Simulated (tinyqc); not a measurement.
What each parameter does: three-level Kane dispersion of a narrow-gap semiconductor.

Zero of energy at Gamma8, c = hbar^2/2m0, P^2 = Ep c. The free-electron term and remote bands are left out, so the heavy holes are flat at E = 0 and the other three bands obey E (E - Eg)(E + Dso) = P^2 k^2 (E + 2 Dso/3). The conduction band is the highest root; its edge is Ec = max(Eg, 0).

Degenerate electrons at T = 0: kF = (3 pi^2 n)^(1/3), 1 cm^-3 = 1e-24 angstrom^-3; EF is the highest root at kF. The momentum (cyclotron, optical) mass is m(E) = hbar^2 k/(dE/dk) = c d(k^2)/dE with d(k^2)/dE = k^2 [1/E + 1/(E - Eg) + 1/(E + Dso) - 1/(E + 2 Dso/3)]; the density of states is k d(k^2)/dE/(2 pi^2).

Edge mass m0* = 3 |Eg|/(2 Ep).
Constants: hbar^2/2m0 = 3.80998211 eV angstrom^2.

Inputs chosen for the exercise (near those of grey Sn; not measured data): Eg = -0.407 eV (E(Gamma6) - E(Gamma8)); Dso = 0.77 eV (spin-orbit splitting); Ep = 23.2 eV (Kane energy); n = 5.6e+18 cm^-3 (electron density).

Edge mass, EF - Ec and m(EF).

Results for these values:

| case | m0* (m0) | EF - Ec (meV) | m(EF) (m0) |
|---|---|---|---|
| base | 0.02631 | 290.05 | 0.05268 |

What happens to each result for Eg = -0.468 eV, all else kept?

Answer: m0* rises from 0.02631 to 0.03026; EF - Ec falls from 290.05 to 271.77; m(EF) rises from 0.05268 to 0.05425.

The same for each parameter in turn:

| case | m0* (m0) | EF - Ec (meV) | m(EF) (m0) |
|---|---|---|---|
| base | 0.02631 | 290.05 | 0.05268 |
| n = 1.12e+19 cm^-3 | 0.02631 | 406.86 | 0.06297 |
| Eg = -0.468 eV | 0.03026 | 271.77 | 0.05425 |
| Dso = 0.8855 eV | 0.02631 | 287.48 | 0.05326 |
| Ep = 19.72 eV | 0.03096 | 256.35 | 0.05845 |

tinyqc: `OMP_NUM_THREADS=1 python tinyqc.py 1051094 1051095 out.jsonl`; about 0.01 s, one thread, shared Intel(R) Xeon(R) Processor @ 2.30GHz.
